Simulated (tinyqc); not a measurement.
Adsorption as a lattice gas: isotherms with interactions, competition, desorption peaks and saturation dose: one step, computed by the program tinyqc.

One adsorbate per site; a molecule needs 1 empty site. Gas and surface have the same temperature.

Problem. Flux and the Langmuir coverage. Flux F = p/sqrt(2 pi M k_B T); k_d = nu exp(-E/(k_B T)); s0 F (1 - theta) = N_s k_d theta, so y = s0 F/(N_s k_d), theta = y/(1 + y). With a second gas on the same sites theta = y/(1 + y + K_B p_B).

Inputs (values chosen for the exercise, for a model surface):
```
quantity                             value    unit
desorption energy E                   1.51      eV
prefactor nu                       1.5e+12     1/s
site density N_s                        10  1/nm^2
molecular mass M                       132       u
sticking coefficient s0               0.45       -
temperature T                          585       K
pressure p                         4.9e-05      Pa
blocking by a second gas, K_B p_B     0.14       -
```

Adsorption: molecular (first order).

Constants: u = 1.6605390666e-27 kg; k_B = 1.380649e-23 J/K; k_B = 8.617333262e-05 eV/K.

Give: flux F; k_d; y; Langmuir coverage; coverage with the second gas.

Solution.

flux F = 0.4646 1/(nm^2 s)

k_d = 0.1470 1/s

y = 0.1422

Langmuir coverage = 0.1245

coverage with the second gas = 0.1109
